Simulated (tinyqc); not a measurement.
Electron continuity equation in a given potential, Scharfetter-Gummel discretisation: three discretisations compared.

Steady state in one dimension: J = q mu n E + q D dn/dx with E = -dpsi/dx and D = mu Vt, dJ/dx = 0, fixed densities nL and nR at the ends. The potential is given, psi = U x/L, and is not changed by the electrons.

11 equal intervals. Fluxes J_i = (q D/h)(n_(i+1) P_i - n_i Q_i), d_i = (psi_(i+1) - psi_i)/Vt: Scharfetter-Gummel P = B(d), Q = B(-d), B(d) = d/(exp(d) - 1); central P = 1 - d/2, Q = 1 + d/2; upwind P = 1 + max(-d, 0), Q = 1 + max(d, 0). Balance at each inner node: J_i - J_(i-1) = 0. The reference is Scharfetter-Gummel on 2200 intervals.

Parameters, values chosen for the exercise; mobility that of a made-up semiconductor:
- T = 300 K (temperature)
- mu = 1290 cm^2/(V s) (electron mobility)
- L = 2 um (length of the region)
- nL = 1.2e13 cm^-3 (density at x = 0)
- nR = 0 cm^-3 (density at x = L)
- U = 1.3 V (potential difference psi(L) - psi(0))

Constants: q = 1.602176634e-19 C, kB = 1.380649e-23 J/K, Vt = kB T/q. Results are converted to the units shown.

Densities (cm^-3):
```
node	Scharfetter-Gummel	central	upwind	reference
0	1.200e13	1.200e13	1.200e13	1.200e13
1	1.200e13	1.200e13	1.200e13	1.200e13
2	1.200e13	1.200e13	1.200e13	1.200e13
3	1.200e13	1.199e13	1.200e13	1.200e13
4	1.200e13	1.202e13	1.200e13	1.200e13
5	1.200e13	1.196e13	1.200e13	1.200e13
6	1.200e13	1.211e13	1.200e13	1.200e13
7	1.200e13	1.172e13	1.199e13	1.200e13
8	1.200e13	1.272e13	1.193e13	1.200e13
9	1.200e13	1.016e13	1.161e13	1.200e13
10	1.188e13	1.670e13	9.846e12	1.188e13
11	0	0	0	0
```

What does the comparison show, and why?

Largest errors as a share of the largest reference density listed: Scharfetter-Gummel under 1e-7 %, central 40 %, upwind 17 %. The largest |d| is 4.57. Central differences oscillate from node to node, since P or Q changes sign once |d| exceeds 2. Upwinding stays positive but acts as if D were larger by the factor 1 + |d|/2, up to 3.29 here.

tinyqc, about 0.01 s, one thread, Intel Xeon 2.30GHz (shared host): `OMP_NUM_THREADS=1 python tinyqc.py 2220125 2220126 out.jsonl`
